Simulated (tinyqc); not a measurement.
## Free and trapped electrons in a MOS channel with a dense trap tail: free and trapped charge against gate voltage

p-type body, charge-sheet picture, full ionisation (an idealisation for deep acceptors), Boltzmann statistics for free electrons. e = Ec - EF at the surface. Acceptor-like traps of density D(E) = D0 + De exp(-E/Ew) at depth E below Ec, from 0 to Eu, hold n_t = integral of D(E)/(1 + exp((e - E)/Vt)). psi = Eg - Vt ln(Nv/Na) - e; N_dep = sqrt(2 eps0 eps_r Na (psi - Vt)/q); n_f = sqrt(N_dep^2 + 2 eps0 eps_r Vt Nc exp(-e/Vt)/q) - N_dep; Vg = Vfb + psi + q (N_dep + n_t + n_f)/Cox, Cox = eps0 eox/tox.

Free share n_f/(n_f + n_t); swing ln 10 n_f/(dn_f/dVg); field-effect mobility mf q (dn_f/dVg)/Cox, for a constant mf; oxide field q (N_dep + n_t + n_f)/(eps0 eox).

Inputs (values chosen for the exercise); band and dielectric values close to those of 4H silicon carbide: temperature T = 300 K; band gap Eg = 3.22 eV; relative permittivity eps_r = 9.62; conduction-band density of states at T Nc = 1.7e19 cm^-3; valence-band density of states at T Nv = 2.52e19 cm^-3; relative permittivity of the insulator eox = 3.9; insulator thickness tox = 57 nm; acceptor density Na = 2.5e16 cm^-3; flat-band voltage without trapped charge Vfb = -2.74 V; constant background density of acceptor-like traps D0 = 5.3e10 cm^-2 eV^-1; density of the tail at the conduction edge De = 1.4e13 cm^-2 eV^-1; decay energy of the tail Ew = 0.06 eV; depth below Ec down to which the traps reach Eu = 0.93 eV; mobility of free electrons mf = 60 cm^2/(V s).

Constants: q = 1.602176634e-19 C, kB = 1.380649e-23 J/K, Vt = kB T/q, eps0 = 8.8541878128e-14 F/cm where lengths are in cm. Results are converted to the units shown.

Result of one run:
columns A: Vg (V); B: e (eV); C: n_f (cm^-2); D: n_t (cm^-2); E: free share (%); F: swing (mV/decade); G: field-effect mobility (cm^2/(V s)); H: oxide field (MV/cm)
```
A            B         C         D      E        F      G      H
8.8  -0.003348  1.578e12  7.381e11  68.14  1.068e4  54.02  1.490
```

What becomes of these results when the gate voltage Vg is changed from 8.8 to 5.5 V, all else the same?

Result of the changed run:
columns A: Vg (V); B: e (eV); C: n_f (cm^-2); D: n_t (cm^-2); E: free share (%); F: swing (mV/decade); G: field-effect mobility (cm^2/(V s)); H: oxide field (MV/cm)
```
A          B         C         D      E     F      G       H
5.5  0.03415  5.378e11  5.506e11  49.41  4445  44.21  0.9181
```

The whole series:
columns A: Vg (V); B: e (eV); C: n_f (cm^-2); D: n_t (cm^-2); E: free share (%); F: swing (mV/decade); G: field-effect mobility (cm^2/(V s)); H: oxide field (MV/cm)
```
A            B         C         D         E        F         G       H
2.2     0.3905   7.696e5  3.033e10  0.002537    97.96  0.002870  0.4016
3.3     0.1023  4.931e10  2.433e11     16.85    892.1     20.20  0.5441
4.4    0.05689  2.551e11  4.295e11     37.26     2544     36.63  0.7291
5.5    0.03415  5.378e11  5.506e11     49.41     4445     44.21  0.9181
6.6    0.01856  8.613e11  6.349e11     57.57     6450     48.79   1.108
7.7   0.006514  1.211e12  6.949e11     63.54     8529     51.88   1.299
8.8  -0.003348  1.578e12  7.381e11     68.14  1.068e4     54.02   1.490
9.9   -0.01170  1.958e12  7.697e11     71.79  1.289e4     55.52   1.682
11    -0.01895  2.347e12  7.930e11     74.75  1.516e4     56.58   1.874
```

n_f reaches 1e11 cm^-2 at Vg = 3.64 V, against 2.82 V without traps. The free share rises from 0.00254 to 74.7 % and the field-effect mobility rises from 0.00287 to 56.6 cm^2/(V s), although mf = 60 is constant: in the last row 94.3 % of Cox dVg goes into free electrons. The swing in the first row is 98.0 mV a decade (Vt ln 10 = 59.5). For Vg = 5.5, 6.6, 7.7, 8.8, 9.9, 11 EF lies less than 2 Vt below the band edge, or above it, where degeneracy and confinement, left out, matter.

Program tinyqc, `OMP_NUM_THREADS=1 python tinyqc.py 2222180 2222181 out.jsonl`; Intel Xeon 2.30GHz, shared host, one thread, about 0.02 s.
